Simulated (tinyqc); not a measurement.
MP2 on RHF in the 6-31g basis, for H3+, spin multiplicity 1, step by step. Computed by tinyqc, a small Python program that keeps every step (integrals from PySCF). Settings: charge = 1, multiplicity = 1, basis = 6-31g, method = RHF, energy threshold = 1e-10, iteration cap = 83, orthogonalisation = canonical, start = atomic densities, DIIS depth = 6. Command: `OMP_NUM_THREADS=1 python tinyqc.py 31517 31518 out.jsonl` (the two numbers bound the seeds that draw the settings). One thread of a shared host (Intel(R) Xeon(R) Processor @ 2.60GHz), about 0.08 s of CPU time with the checks. The early iterations of the SCF are left out here.

## One-electron integrals

Geometry (angstrom):
```
atom         x         y         z
H     0.000000  0.000000  0.000000
H     0.000000  0.000000  1.047000
H     0.000000  0.907000  0.524000
```

Basis 6-31g: exponents (1/bohr^2) and contraction coefficients of normalised primitives:
```
element  l (shell)   exponent  coefficient
H            s (1)  18.731137     0.033495
H            s (1)   2.825394     0.234727
H            s (1)   0.640122     0.813757
H            s (2)   0.161278     1.000000
```

Overlap, kinetic and nuclear-attraction integrals over the contracted functions; the nuclear repulsion is the sum of Za Zb / Rab.

nuclear repulsion = 1.51604017 hartree

overlap S, lower triangle:
```
          1H 1s     1H 2s     2H 1s     2H 2s     3H 1s     3H 2s
1H 1s  1.000000
1H 2s  0.658292  1.000000
2H 1s  0.224286  0.393558  1.000000
2H 2s  0.393558  0.729299  0.658292  1.000000
3H 1s  0.223999  0.393371  0.224295  0.393564  1.000000
3H 2s  0.393371  0.729085  0.393564  0.729305  0.658292  1.000000
```

kinetic energy T (hartree), lower triangle:
```
          1H 1s     1H 2s     2H 1s     2H 2s     3H 1s     3H 2s
1H 1s  1.395678
1H 2s  0.259735  0.241917
2H 1s  0.007036  0.101738  1.395678
2H 2s  0.101738  0.139300  0.259735  0.241917
3H 1s  0.006840  0.101640  0.007042  0.101741  1.395678
3H 2s  0.101640  0.139225  0.101741  0.139303  0.259735  0.241917
```

nuclear attraction V (hartree), lower triangle:
```
           1H 1s      1H 2s      2H 1s      2H 2s      3H 1s      3H 2s
1H 1s  -2.662810
1H 2s  -1.400366  -1.538329
2H 1s  -0.556482  -0.870913  -2.663048
2H 2s  -0.870848  -1.198794  -1.400511  -1.538457
3H 1s  -0.555697  -0.870429  -0.556506  -0.870863  -2.662817
3H 2s  -0.870427  -1.198448  -0.870926  -1.198805  -1.400371  -1.538333
```

core Hamiltonian H = T + V (hartree), lower triangle:
```
           1H 1s      1H 2s      2H 1s      2H 2s      3H 1s      3H 2s
1H 1s  -1.267131
1H 2s  -1.140631  -1.296412
2H 1s  -0.549446  -0.769175  -1.267370
2H 2s  -0.769110  -1.059494  -1.140776  -1.296540
3H 1s  -0.548857  -0.768789  -0.549464  -0.769122  -1.267138
3H 2s  -0.768787  -1.059222  -0.769185  -1.059502  -1.140636  -1.296416
```

## Two-electron integrals

Functions are numbered as in S; the eight-fold symmetry (ij|kl) = (ji|kl) = (kl|ij) leaves the list below.

Two-electron integrals (ij|kl) in chemists' order, unique and non-zero (hartree):
```
(11|11) 1.076566   (21|11) 0.578470   (21|21) 0.329423   (22|11) 0.587396
(22|21) 0.361304   (22|22) 0.453150   (31|11) 0.178420   (31|21) 0.104464
(31|22) 0.119059   (31|31) 0.046622   (32|11) 0.222414   (32|21) 0.139096
(32|22) 0.178320   (32|31) 0.068022   (32|32) 0.116646   (33|11) 0.498454
(33|21) 0.320590   (33|22) 0.431751   (33|31) 0.178420   (33|32) 0.335774
(33|33) 1.076566   (41|11) 0.335774   (41|21) 0.192519   (41|22) 0.213437
(41|31) 0.068022   (41|32) 0.093303   (41|33) 0.222414   (41|41) 0.116646
(42|11) 0.393239   (42|21) 0.244422   (42|22) 0.313888   (42|31) 0.094134
(42|32) 0.152419   (42|33) 0.393239   (42|41) 0.152419   (42|42) 0.241020
(43|11) 0.320590   (43|21) 0.204694   (43|22) 0.274784   (43|31) 0.104464
(43|32) 0.192519   (43|33) 0.578470   (43|41) 0.139096   (43|42) 0.244422
(43|43) 0.329423   (44|11) 0.431751   (44|21) 0.274784   (44|22) 0.373435
(44|31) 0.119059   (44|32) 0.213437   (44|33) 0.587396   (44|41) 0.178320
(44|42) 0.313888   (44|43) 0.361304   (44|44) 0.453150   (51|11) 0.178156
(51|21) 0.104314   (51|22) 0.118897   (51|31) 0.037961   (51|32) 0.052919
(51|33) 0.124834   (51|41) 0.064233   (51|42) 0.086596   (51|43) 0.078917
(51|44) 0.102279   (51|51) 0.046501   (52|11) 0.222241   (52|21) 0.138993
(52|22) 0.178206   (52|31) 0.052952   (52|32) 0.082889   (52|33) 0.203876
(52|41) 0.087124   (52|42) 0.135549   (52|43) 0.129125   (52|44) 0.170109
(52|51) 0.067897   (52|52) 0.116534   (53|11) 0.124952   (53|21) 0.078996
(53|22) 0.102395   (53|31) 0.038005   (53|32) 0.064321   (53|33) 0.178428
(53|41) 0.052975   (53|42) 0.086704   (53|43) 0.104468   (53|44) 0.119064
(53|51) 0.037962   (53|52) 0.064296   (53|53) 0.046626   (54|11) 0.203893
(54|21) 0.129143   (54|22) 0.170154   (54|31) 0.052974   (54|32) 0.087180
(54|33) 0.222419   (54|41) 0.082907   (54|42) 0.135611   (54|43) 0.139099
(54|44) 0.178323   (54|51) 0.064234   (54|52) 0.114516   (54|53) 0.068026
(54|54) 0.116649   (55|11) 0.498243   (55|21) 0.320469   (55|22) 0.431645
(55|31) 0.124948   (55|32) 0.203945   (55|33) 0.498460   (55|41) 0.203891
(55|42) 0.337223   (55|43) 0.320594   (55|44) 0.431754   (55|51) 0.178156
(55|52) 0.335605   (55|53) 0.178428   (55|54) 0.335779   (55|55) 1.076566
(61|11) 0.335605   (61|21) 0.192423   (61|22) 0.213333   (61|31) 0.064293
(61|32) 0.087146   (61|33) 0.203874   (61|41) 0.114515   (61|42) 0.148292
(61|43) 0.129124   (61|44) 0.170109   (61|51) 0.067897   (61|52) 0.093197
(61|53) 0.052953   (61|54) 0.087125   (61|55) 0.222241   (61|61) 0.116534
(62|11) 0.393094   (62|21) 0.244334   (62|22) 0.313782   (62|31) 0.086682
(62|32) 0.135588   (62|33) 0.337191   (62|41) 0.148310   (62|42) 0.228852
(62|43) 0.213163   (62|44) 0.284895   (62|51) 0.093985   (62|52) 0.152297
(62|53) 0.086685   (62|54) 0.148312   (62|55) 0.393094   (62|61) 0.152297
(62|62) 0.240879   (63|11) 0.203946   (63|21) 0.129172   (63|22) 0.170179
(63|31) 0.064320   (63|32) 0.114569   (63|33) 0.335779   (63|41) 0.087179
(63|42) 0.148358   (63|43) 0.192522   (63|44) 0.213440   (63|51) 0.052920
(63|52) 0.087148   (63|53) 0.068026   (63|54) 0.093306   (63|55) 0.222419
(63|61) 0.082889   (63|62) 0.135590   (63|63) 0.116649   (64|11) 0.337224
(64|21) 0.213188   (64|22) 0.284944   (64|31) 0.086701   (64|32) 0.148358
(64|33) 0.393243   (64|41) 0.135609   (64|42) 0.228910   (64|43) 0.244425
(64|44) 0.313891   (64|51) 0.086596   (64|52) 0.148293   (64|53) 0.094138
(64|54) 0.152422   (64|55) 0.393243   (64|61) 0.135550   (64|62) 0.228853
(64|63) 0.152422   (64|64) 0.241024   (65|11) 0.320469   (65|21) 0.204625
(65|22) 0.274722   (65|31) 0.078994   (65|32) 0.129171   (65|33) 0.320594
(65|41) 0.129141   (65|42) 0.213188   (65|43) 0.204696   (65|44) 0.274785
(65|51) 0.104314   (65|52) 0.192423   (65|53) 0.104468   (65|54) 0.192522
(65|55) 0.578470   (65|61) 0.138993   (65|62) 0.244334   (65|63) 0.139099
(65|64) 0.244425   (65|65) 0.329423   (66|11) 0.431645   (66|21) 0.274722
(66|22) 0.373373   (66|31) 0.102391   (66|32) 0.170178   (66|33) 0.431754
(66|41) 0.170152   (66|42) 0.284942   (66|43) 0.274785   (66|44) 0.373437
(66|51) 0.118897   (66|52) 0.213333   (66|53) 0.119064   (66|54) 0.213440
(66|55) 0.587396   (66|61) 0.178206   (66|62) 0.313782   (66|63) 0.178323
(66|64) 0.313891   (66|65) 0.361304   (66|66) 0.453150
```

## Orthogonalisation

S = U s U^T; canonical form X = U s^(-1/2), so that X^T S X = 1. Each column of U has its largest component positive (the first on a tie).

eigenvalues of S: 0.157330  0.157450  0.422437  0.888908  0.889465  3.484409

X:
```
               1          2          3          4          5         6
1H 1s   0.395906  -0.706802   0.724419  -0.389023   0.694324  0.179021
1H 2s  -0.924848   1.650272  -0.514128  -0.166628   0.297379  0.252201
2H 1s  -0.809975   0.010541   0.724220   0.796110  -0.010360  0.179061
2H 2s   1.892179  -0.024612  -0.514298   0.340690  -0.004433  0.252232
3H 1s   0.414165   0.696257   0.724413  -0.406972  -0.683968  0.179022
3H 2s  -0.967502  -1.625653  -0.514133  -0.174312  -0.292935  0.252202
```

## Iteration 5 (converged): orbitals

converged F (hartree), lower triangle:
```
           1H 1s      1H 2s      2H 1s      2H 2s      3H 1s      3H 2s
1H 1s  -0.385241
1H 2s  -0.721024  -0.723274
2H 1s  -0.500604  -0.591685  -0.385420
2H 2s  -0.591615  -0.680049  -0.721192  -0.723405
3H 1s  -0.500257  -0.591439  -0.500615  -0.591622  -0.385247
3H 2s  -0.591437  -0.679923  -0.591691  -0.680053  -0.721029  -0.723278
```

Diagonalise F' = X^T F X, C = X C', fill 1 alpha and 1 beta electrons from the bottom; D = 2 C_occ C_occ^T. Each column has its largest component positive (the first on a tie).

F' = X^T F X (hartree), lower triangle:
```
           1          2          3          4          5          6
1   0.476289
2   0.000000   0.476294
3   0.000091  -0.000004   0.420918
4  -0.392331  -0.000001  -0.000045  -0.003192
5   0.000001  -0.392084   0.000002   0.000000  -0.003746
6   0.000025  -0.000001  -0.246572  -0.000081   0.000003  -1.046787
```

orbital energies (hartree): MO1 -1.087103, MO2 -0.223443, MO3 -0.223233, MO4 0.461234, MO5 0.695991, MO6 0.696330

coefficients C:
```
            MO1        MO2        MO3        MO4        MO5        MO6
1H 1s  0.293535   0.260216  -0.145670   0.685814  -0.956016   0.535876
1H 2s  0.165926   1.066120  -0.597739  -0.547802   1.294316  -0.725328
2H 1s  0.293645  -0.003882   0.298107   0.686264   0.014253  -1.095608
2H 2s  0.165954  -0.015900   1.222746  -0.548804  -0.019304   1.483475
3H 1s  0.293538  -0.256336  -0.152391   0.685827   0.941729   0.560588
3H 2s  0.165926  -1.050208  -0.625307  -0.547831  -1.274987  -0.758785
```

D after iteration 5, lower triangle:
```
          1H 1s     1H 2s     2H 1s     2H 2s     3H 1s     3H 2s
1H 1s  0.172326
1H 2s  0.097410  0.055063
2H 1s  0.172390  0.097446  0.172455
2H 2s  0.097427  0.055072  0.097463  0.055081
3H 1s  0.172328  0.097411  0.172392  0.097428  0.172330
3H 2s  0.097410  0.055063  0.097447  0.055072  0.097412  0.055063
```

## Convergence

Stop when the energy changes by less than 1e-10 hartree and every element of the error matrix X^T (F D S - S D F) X is below 3e-06.

Course of the cycle:
```
iteration  E (hartree)     change  largest element of the error matrix
1          -0.69262860          -                             2.09e-01
2          -1.24621732  -5.54e-01                             6.40e-02
3          -1.24779588  -1.58e-03                             3.09e-03
4          -1.24779958  -3.70e-06                             4.11e-06
5          -1.24779958  -6.27e-12                             1.21e-06
```

PySCF RHF in the same basis = -1.24779958 hartree

Converged in 5 iterations.

## Integrals over molecular orbitals

(pq|rs) = sum C_ip C_jq C_kr C_ls (ij|kl), one index at a time.

one-electron integrals over orbitals h = C^T H C (hartree), lower triangle:
```
           1          2          3          4          5          6
1  -1.676736
2   0.000002  -1.033674
3  -0.000060   0.000000  -1.033434
4  -0.118855   0.000002  -0.000062  -0.374685
5  -0.000001   0.207189  -0.000001  -0.000003  -0.263274
6   0.000016   0.000001   0.207211   0.000074   0.000000  -0.263175
```

Two-electron integrals over orbitals (pq|rs), unique and non-zero (hartree):
```
(11|11) 0.589633    (21|11) -2.35e-06   (21|21) 0.099449    (22|11) 0.454840
(22|21) 0.001859    (22|22) 0.432009    (31|11) 0.000060    (31|22) -0.047545
(31|31) 0.099407    (32|21) -0.047578   (32|22) -1.26e-06   (32|31) -0.001857
(32|32) 0.037221    (33|11) 0.454804    (33|21) -0.001859   (33|22) 0.357582
(33|31) 0.047543    (33|32) 1.26e-06    (33|33) 0.431912    (41|11) 0.118855
(41|21) -1.34e-06   (41|22) 0.060491    (41|31) 0.000034    (41|33) 0.060473
(41|41) 0.064323    (42|11) -1.88e-06   (42|21) 0.002185    (42|22) 0.000014
(42|32) -0.000385   (42|33) -0.000016   (42|41) -1.40e-06   (42|42) 0.032211
(43|11) 0.000048    (43|22) -0.000357   (43|31) 0.002148    (43|32) -0.000015
(43|33) 0.000393    (43|41) 0.000036    (43|43) 0.032232    (44|11) 0.450121
(44|21) -3.15e-06   (44|22) 0.376507    (44|31) 0.000080    (44|33) 0.376533
(44|41) 0.066013    (44|42) -7.82e-07   (44|43) 0.000020    (44|44) 0.380661
(51|11) 6.24e-07    (51|21) -0.071489   (51|22) -0.001419   (51|31) 2.06e-07
(51|32) 0.036300    (51|33) 0.001417    (51|41) 9.29e-07    (51|42) -0.032572
(51|43) 9.36e-08    (51|44) 1.44e-06    (51|51) 0.084140    (52|11) -0.139339
(52|21) -0.001408   (52|22) -0.093293   (52|31) 0.036024    (52|32) 5.04e-07
(52|33) -0.064466   (52|41) -0.063382   (52|42) -0.000616   (52|43) 0.015762
(52|44) -0.080921   (52|51) 0.001603    (52|52) 0.096441    (53|11) 4.03e-07
(53|21) 0.036031    (53|22) 6.48e-07    (53|31) 0.001407    (53|32) -0.014391
(53|33) -1.91e-07   (53|41) 1.82e-07    (53|42) 0.015785    (53|43) 0.000616
(53|44) 2.33e-07    (53|51) -0.040987   (53|52) -1.13e-06   (53|53) 0.025274
(54|11) 1.90e-06    (54|21) -0.089909   (54|22) -0.001736   (54|31) 2.58e-07
(54|32) 0.044440    (54|33) 0.001736    (54|41) 1.29e-06    (54|42) -0.007008
(54|43) 1.99e-08    (54|44) 2.94e-06    (54|51) 0.073790    (54|52) 0.001451
(54|53) -0.037119   (54|54) 0.095971    (55|11) 0.521703    (55|21) 0.002749
(55|22) 0.460905    (55|31) -0.070265   (55|32) -2.66e-06   (55|33) 0.378827
(55|41) 0.108268    (55|42) 0.000707    (55|43) -0.018070   (55|44) 0.418294
(55|51) -0.002747   (55|52) -0.156433   (55|53) 2.49e-06    (55|54) -0.002938
(55|55) 0.560834    (61|11) -0.000016   (61|21) -2.07e-07   (61|22) 0.036329
(61|31) -0.071495   (61|32) 0.001418    (61|33) -0.036285   (61|41) -0.000024
(61|42) -9.49e-08   (61|43) -0.032566   (61|44) -0.000037   (61|52) -0.041022
(61|53) -0.001601   (61|55) 0.070258    (61|61) 0.084191    (62|11) -4.04e-07
(62|21) 0.036083    (62|22) 1.92e-07    (62|31) 0.001409    (62|32) -0.014421
(62|33) -6.49e-07   (62|41) -1.85e-07   (62|42) 0.015797    (62|43) 0.000617
(62|44) -2.36e-07   (62|51) -0.041036   (62|52) -7.24e-07   (62|53) 0.023777
(62|54) -0.037171   (62|55) 1.78e-06    (62|61) -0.001603   (62|62) 0.025321
(63|11) -0.139353   (63|21) 0.001409    (63|22) -0.064487   (63|31) -0.036044
(63|32) -5.03e-07   (63|33) -0.093236   (63|41) -0.063401   (63|42) 0.000617
(63|43) -0.015789   (63|44) -0.080954   (63|51) -0.001602   (63|52) 0.047396
(63|53) 7.23e-07    (63|54) -0.001451   (63|55) -0.091406   (63|61) 0.040984
(63|62) 1.13e-06    (63|63) 0.096405    (64|11) -0.000049   (64|21) -2.62e-07
(64|22) 0.044442    (64|31) -0.089911   (64|32) 0.001736    (64|33) -0.044429
(64|41) -0.000033   (64|42) -2.06e-08   (64|43) -0.006997   (64|44) -0.000075
(64|52) -0.037145   (64|53) -0.001450   (64|55) 0.075128    (64|61) 0.073852
(64|62) -0.001452   (64|63) 0.037150    (64|64) 0.096030    (65|21) -0.070370
(65|22) -2.19e-06   (65|31) -0.002745   (65|32) 0.041059    (65|33) 2.19e-06
(65|42) -0.018133   (65|43) -0.000707   (65|51) 0.070274    (65|52) 1.95e-06
(65|53) -0.032527   (65|54) 0.075176    (65|55) -0.000006   (65|61) 0.002744
(65|62) -0.032574   (65|63) -1.94e-06   (65|64) 0.002935    (65|65) 0.068679
(66|11) 0.521848    (66|21) -0.002750   (66|22) 0.378945    (66|31) 0.070268
(66|32) 2.66e-06    (66|33) 0.460853    (66|41) 0.108354    (66|42) -0.000710
(66|43) 0.018140    (66|44) 0.418448    (66|51) 0.002745    (66|52) -0.091470
(66|53) -1.77e-06   (66|54) 0.002937    (66|55) 0.423817    (66|61) -0.070194
(66|62) -2.49e-06   (66|63) -0.156437   (66|64) -0.075108   (66|65) 0.000006
(66|66) 0.560926
```

## Second-order Moller-Plesset energy

Hartree-Fock energy = -1.24779958 hartree

E2 = sum_ijab (ia|jb) [2 (ia|jb) - (ib|ja)] / (e_i + e_j - e_a - e_b) over occupied i, j and virtual a, b; the opposite-spin part is (ia|jb)^2 / denominator, the rest is same-spin, and SCS-MP2 scales them by 6/5 and 1/3.

Terms:
```
i  j  a  b    (ia|jb)    (ib|ja)  denominator       term
1  1  2  2   0.099449   0.099449    -1.727320  -0.005726
1  1  3  3   0.099407   0.099407    -1.727741  -0.005719
1  1  6  6   0.084191   0.084191    -3.566866  -0.001987
1  1  5  5   0.084140   0.084140    -3.566189  -0.001985
1  1  2  5  -0.071489  -0.071489    -2.646755  -0.001931
1  1  5  2  -0.071489  -0.071489    -2.646755  -0.001931
1  1  6  3  -0.071495  -0.071495    -2.647304  -0.001931
1  1  3  6  -0.071495  -0.071495    -2.647304  -0.001931
1  1  4  4   0.064323   0.064323    -3.096676  -0.001336
1  1  4  3   0.000034   0.000034    -2.412208  -4.86e-10
1  1  3  4   0.000034   0.000034    -2.412208  -4.86e-10
1  1  4  6  -0.000024  -0.000024    -3.331771  -1.70e-10
1  1  6  4  -0.000024  -0.000024    -3.331771  -1.70e-10
1  1  4  2  -1.34e-06  -1.34e-06    -2.411998          0
1  1  2  4  -1.34e-06  -1.34e-06    -2.411998          0
1  1  5  4   9.29e-07   9.29e-07    -3.331432          0
1  1  4  5   9.29e-07   9.29e-07    -3.331432          0
1  1  6  2  -2.07e-07  -2.07e-07    -2.647093          0
1  1  2  6  -2.07e-07  -2.07e-07    -2.647093          0
1  1  3  5   2.06e-07   2.06e-07    -2.646965          0
1  1  5  3   2.06e-07   2.06e-07    -2.646965          0
```

Pair energies (hartree; pair i-j sums ij and ji):
```
pair  opposite spin  same spin
1-1       -0.024477          0
```

MP2 correlation energy = -0.02447718 hartree

SCS-MP2 correlation energy = -0.02937261 hartree

MP2 total energy = -1.27227676 hartree
